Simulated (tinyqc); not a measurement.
Inside a calculation. Method: plane-wave Kohn-Sham cycle with exchange-only LDA in a layered model solid. One step of it, computed by the program tinyqc.

Task: Iteration 2: levels at that k. Diagonalise the Hermitian matrix.

H (hartree), order -2, -1, +0, +1, +2:
```
[[3.025808, -0.283840, 0.028413, -0.000300, 0.000097],
 [-0.283840, 0.356904, -0.283840, 0.028413, -0.000300],
 [0.028413, -0.283840, -0.176876, -0.283840, 0.028413],
 [-0.000300, 0.028413, -0.283840, 1.424466, -0.283840],
 [0.000097, -0.000300, 0.028413, -0.283840, 5.160930]]
```

Give: eigenvalues.

Result:

eigenvalues (hartree): [-0.3373, 0.4324, 1.4565, 3.0568, 5.1828]
